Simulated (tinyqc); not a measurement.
Kinetic Monte Carlo and master equation for a particle on a ring of sites with traps and bias. Changing the scale factor s of the disorder. Computed by tinyqc, a small Python program. Command: `OMP_NUM_THREADS=1 python tinyqc.py 3031271 3031272 out.jsonl kmc sweep`. One thread of a shared host (Intel(R) Xeon(R) Processor @ 2.30GHz), about 0.02 s of CPU time with the checks.

6 sites on a ring, numbered 1 to 6. The saddle between i and i+1 lies at E0 + s b_i and site i at s eps_i; a force F tilts the landscape, with the saddle half-way.

Inputs (values chosen for the exercise, for a model defect):
```
quantity                  value         unit
reference barrier E0        0.4           eV
attempt frequency nu        1.1          THz
temperature T               290            K
site spacing a              3.7     angstrom
force F along the ring  0.00017  eV/angstrom
```

Disorder: random barriers.

site energies eps_i (eV): 0  0  0  0  0  0

saddle shifts b_i between sites i and i+1 (eV): -0.0074  -0.033  0.0072  0.018  -0.031  0.028

Constants: k_B = 8.617333262e-05 eV/K.

Method:
- Rates: k(i to i+1) = nu exp(-(E0 + s b_i - s eps_i - F a/2)/(k_B T)), k(i to i-1) = nu exp(-(E0 + s b_(i-1) - s eps_i + F a/2)/(k_B T)).
- Share right = k right/(k right + k left); mean stay = 1/(k right + k left).
- Master equation dP/dt = W P, W_(i+1,i) = k right, W_(i-1,i) = k left, columns summing to zero. The steady state is its null vector; drift v = a sum P_i (k right - k left). D = a^2 lambda''(0)/2, where lambda(q) is the leading eigenvalue of W with right hops weighted by exp(q) and left hops by exp(-q).
- The slowest relaxation rate is minus the real part of the next eigenvalue of W. 1 angstrom = 1e-8 cm.
- At zero force D0 = a^2 nu exp(-E0/(k_B T)) / [<exp(-s eps/(k_B T))> <exp(s b/(k_B T))>], with means over the ring; Einstein relation v = D0 F/(k_B T); 1 angstrom = 1e-8 cm.

One run for each value; columns: (1) scale factor s of the disorder; (2) D0 over the value without disorder; (3) drift velocity v (cm/s); (4) slowest relaxation rate (1/s):
```
(1)     (2)        (3)        (4)
0.10  1.008  1.155e-04  1.175e+05
0.50  0.959  1.099e-04  9.118e+04
0.75  0.877  1.005e-04  7.578e+04
1.00  0.774  8.864e-05  6.228e+04
1.50  0.556  6.371e-05  4.153e+04
2.00  0.372  4.266e-05  2.766e+04
2.50  0.239  2.735e-05  1.852e+04
```

Give the missing row, scale factor s of the disorder = 0.25.

Computed row; columns: (1) scale factor s of the disorder; (2) D0 over the value without disorder; (3) drift velocity v (cm/s); (4) slowest relaxation rate (1/s):
```
(1)     (2)        (3)        (4)
0.25  1.004  1.150e-04  1.076e+05
```

Interpolating between the two neighbouring rows (the first column on a logarithmic scale, the others too where they are positive) misses most in slowest relaxation rate (1/s), by 5.5 %. Over the rows, D0 over the value without disorder falls from 1.01 to 0.239 (exponent d ln y / d ln x -0.0042 between the first rows and -2.0 between the last); drift velocity v (cm/s) falls from 1.15e-4 to 2.74e-5 (exponent d ln y / d ln x -0.0042 between the first rows and -2.0 between the last); slowest relaxation rate (1/s) falls from 118000 to 18500 (exponent d ln y / d ln x -0.096 between the first rows and -1.8 between the last). For the drift and D0, to first order in s only the mean of b - eps acts; beyond that high saddles and deep sites weigh most in the two averages.

Extremes, crossings and ranges named in words are read from the listed rows.
